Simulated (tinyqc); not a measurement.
From one set of inputs to another, one input at a time: pair-potential crystal by lattice sums. Computed by tinyqc, a small Python program. Command: `OMP_NUM_THREADS=1 python tinyqc.py 3019208 3019209 out.jsonl pairsum ladder`. One thread of a shared host (Intel(R) Xeon(R) Processor @ 2.30GHz), about 0.07 s of CPU time with the checks.

Energy per atom E = (1/2) sum over neighbours of phi(r); d is the nearest-neighbour distance.

The inputs printed are set A. Inputs not listed in the table keep their values of set A, so the rows need not describe a real material.

Inputs (values chosen for the exercise, for model atoms):
```
quantity                value      unit
well depth eps         0.0484        eV
pair minimum r0          2.92  angstrom
cut-off r_c/r0           1.99         -
repulsive exponent n       10         -
attractive exponent m       6         -
```

Potential: Mie n-m. Structure: fcc.

Constants: 1 eV/angstrom^3 = 160.2176634 GPa.

Method:
- phi0(r) = eps [m (r0/r)^n - n (r0/r)^m]/(n - m); shifted-force cut-off: phi(r) = phi0(r) - phi0(r_c) - (r - r_c) phi0'(r_c) for r < r_c, zero beyond.
- Shells (distance in units of d, count): fcc 1.0000 (12), 1.4142 (6), 1.7321 (24), 2.0000 (12), 2.2361 (24), 2.4495 (8), 2.6458 (48), 2.8284 (6), 3.0000 (36), 3.1623 (24); hcp 1.0000 (12), 1.4142 (6), 1.6330 (2), 1.7321 (18), 1.9149 (12), 2.0000 (6), 2.2361 (12), 2.3805 (12), 2.4495 (6), 2.5166 (6), 2.5820 (12), 2.6458 (24), 2.7080 (6), 2.8868 (12), 3.0000 (12), 3.1091 (24), 3.1623 (12); bcc 1.0000 (8), 1.1547 (6), 1.6330 (12), 1.9149 (24), 2.0000 (8), 2.3094 (6), 2.5166 (24), 2.5820 (24), 2.8284 (24), 3.0000 (32); sc 1.0000 (6), 1.4142 (12), 1.7321 (8), 2.0000 (6), 2.2361 (24), 2.4495 (24), 2.8284 (12), 3.0000 (30), 3.1623 (24); diamond 1.0000 (4), 1.6330 (12), 1.9149 (12), 2.3094 (6), 2.5166 (12), 2.8284 (24), 3.0000 (16). Volumes per atom in d^3: fcc 0.70711, hcp 0.70711, bcc 0.76980, sc 1.00000, diamond 1.53960; hcp has the ideal c/a. Every shell inside the cut-off is summed.
- Equilibrium: dE/dd = 0 at the lowest minimum with d between 0.78 r0 and 1.45 r0; B = d^2 E''(d)/(9 Omega).
- Unrelaxed vacancy: removing an atom breaks its bonds (2|E|) and placing it on the surface returns |E|, so E_v = |E|.
- At zero stress C_ijkl = (1/(2 Omega)) sum (phi'' - phi'/r) R_i R_j R_k R_l / r^2 over all neighbours, on cube axes; so C44 = C12 (Cauchy relation). C' = (C11 - C12)/2.

Each row keeps all changes above it:
```
input moved                   from     to  equilibrium distance d (angstrom)  bulk modulus B (GPa)  C11 (GPa)
set A                            -      -                              2.866                  21.3       29.6
cut-off r_c/r0                1.99   1.83                              2.886                  18.9       26.1
pair minimum r0 (angstrom)    2.92   2.95                              2.915                  18.3       25.4
attractive exponent m            6      7                              2.920                  21.4       29.9
repulsive exponent n            10      9                              2.916                  19.3       26.7
well depth eps (eV)         0.0484  0.395                              2.916                 157.1      217.8
```

Where does the difference come from?

Equilibrium distance d goes from 2.87 to 2.92, a factor 1.017 in all. The largest single move comes from pair minimum r0 (a factor 1.010), and repulsive exponent n works against it (a factor 0.99846). Bulk modulus B goes from 21.3 to 157, a factor 7.38 in all. The largest single move comes from well depth eps (a factor 8.16). C11 goes from 29.6 to 218, a factor 7.34 in all. The largest single move comes from well depth eps (a factor 8.16). The single moves hold for this order of the switches; the total does not depend on the order.

Extremes, crossings and ranges named in words are read from the listed rows.
